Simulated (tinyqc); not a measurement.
Inside a calculation. Model: surface photovoltage measurement of the minority-carrier diffusion length in a wafer. Computed by tinyqc, a small Python program that keeps every step. Command: `OMP_NUM_THREADS=1 python tinyqc.py 3130468 3130469 out.jsonl spv walk`. One thread of a shared host (Intel(R) Xeon(R) Processor @ 2.30GHz), about 0.01 s of CPU time with the checks. Intermediate numbers are printed to about 6 digits and carried at full precision; extremes and crossings named in words are read from the listed rows.

Low injection, steady light, a depletion layer much thinner than 1/alpha and L. The excess density dn is taken at the front edge of the neutral region; light that reaches the back is lost.

Inputs (values chosen for the exercise, modelled on p-type silicon at room temperature):
```
quantity                                              value               unit
diffusion length L                                       33         micrometre
wafer thickness W                                       775         micrometre
diffusivity D                                          24.9             cm^2/s
front recombination velocity S_f                        190               cm/s
back recombination velocity S_b                      430000               cm/s
photon flux entering                                1.1e+11         1/(cm^2 s)
minority density at the surface barrier scale n_0   4.5e+08             1/cm^3
temperature T                                           298                  K
wavelength                                              885                 nm
relative noise of each reading                            1                  %
diffusion length after pair splitting over L           0.64                  -
iron factor C                                      1.06e+16  micrometre^2/cm^3
```

Constants: k_B = 8.617333262e-05 eV/K.

## One wavelength

alpha = (84.732/lambda - 76.417)^2 per cm with lambda in micrometre (an empirical fit for silicon between 0.7 and 1.05 micrometre). Thick wafer: dn = Phi L/((S_f + D/L)(L + 1/alpha)). Finite wafer, with s = S_b L/D, w = W/L, a = alpha L: dn = [Phi a/(a^2 - 1)] [a - B - exp(-alpha W)(a - s)/(cosh w + s sinh w)]/(S_f + B D/L), B = (sinh w + s cosh w)/(cosh w + s sinh w). Photovoltage V = (k_B T/e) ln(1 + dn/n_0). Lifetime = L^2/D.

alpha = 373.470 1/cm

penetration depth 1/alpha = 26.7759 micrometre

dn, thick wafer = 7.85045e+06 1/cm^3

B = 1

dn, finite wafer = 7.85045e+06 1/cm^3

photovoltage V = 0.444130 mV

lifetime = 0.437349 microsecond

## The linear plot

normal deviates g for the noise: -0.06  0.55  0.17  -0.73  1.07  -0.05  0.01

Readings y = (Phi/dn) (1 + noise x g) at 780, 830, 880, 920, 950, 975 and 995 nm; a least-squares line y = c (1/alpha + L_app) gives L_app = intercept/slope.

Readings:
```
lambda (nm)  1/alpha (micrometre)  y (cm/s)  line (cm/s)
780                         9.636    9988.3      10018.2
830                        15.176   11354.9      11316.9
880                        25.330   13696.2      13697.5
920                        40.658   17139.9      17291.0
950                        61.278   22336.0      22125.5
975                        90.917   29032.6      29074.2
995                       130.888   38420.4      38445.1
```

slope = 234.446 cm/(s micrometre)

apparent length L_app = 33.0949 micrometre

error of L_app (rounded to 0.001) = 0.288 %

At W/L = 23.5 the finite thickness shifts L_app by less than 0.05 %. S_f scales all readings alike and leaves L_app unchanged.

## Where the wafer is too thin

No noise; L is varied at fixed W, and the last two columns set S_b to 0 and to 1e7 cm/s.

Apparent length (micrometre):
```
L           W/L  given S_b      S_b = 0  S_b = 1e7
38.8    19.9742     38.800  3.88000e+01     38.800
77.5    10.0000     77.500  7.75001e+01     77.500
155.0    5.0000    154.888  1.55100e+02    154.887
232.0    3.3405    229.932  2.33971e+02    229.923
388.0    1.9974    359.627  4.17454e+02    359.550
620.0    1.2500    479.269  7.94476e+02    479.049
1010.0   0.7673    564.993  1.75591e+03    564.617
1630.0   0.4755    607.883  4.06370e+03    607.411
3100.0   0.2500    629.967  1.19646e+04    629.441
```

With a fast back surface L_app levels off, at 629 micrometre in the last row; with a passive one it reaches up to 3.86 times L among these rows and is 12000 in the last. All three columns are within 5 % of L down to W/L = 3.3.

## Iron from two lengths

Splitting iron-boron pairs in boron-doped silicon shortens L; with nothing else changing, [Fe] = C (1/L_after^2 - 1/L^2). It is evaluated with the true lengths and with the apparent ones (without noise), which differ when the wafer is not thick against L.

L_after = 21.12 micrometre

[Fe] from the true lengths = 1.40302e+13 1/cm^3

[Fe] from the apparent lengths = 1.40302e+13 1/cm^3

bias, apparent over true less 1 (rounded to 0.001) = 0 %

Checks made by the program: dn against a finite-difference solution (relative difference 1e-05).
